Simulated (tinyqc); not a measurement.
## Mobility and doping from two currents

Inverse problem. A trap-free film with injecting contacts is fitted, with diffusion neglected, by J = q mu N V/Lf + (9/8) eps0 eps_r mu V^2/Lf^3. Find mu, N and the voltage at which both terms are equal.

Values chosen for this exercise: relative permittivity eps_r = 11.7; film thickness Lf = 1500 nm.

Constants: q = 1.602176634e-19 C, eps0 = 8.8541878128e-14 F/cm where lengths are in cm. Results are converted to the units shown.

J at 3.6 and 11 V (A/cm^2): 69.469646  347.18918

Solution. J/V is a straight line in V: the slope gives mu and the intercept mu N.

mu = 4.80 cm^2/(V s)
N = 2.60e15 cm^-3
crossover voltage = 8.04 V

Computed by the program tinyqc: `OMP_NUM_THREADS=1 python tinyqc.py 2730131 2730132 out.jsonl`, one thread of a shared Intel Xeon 2.30GHz, about 1 s for the whole run.
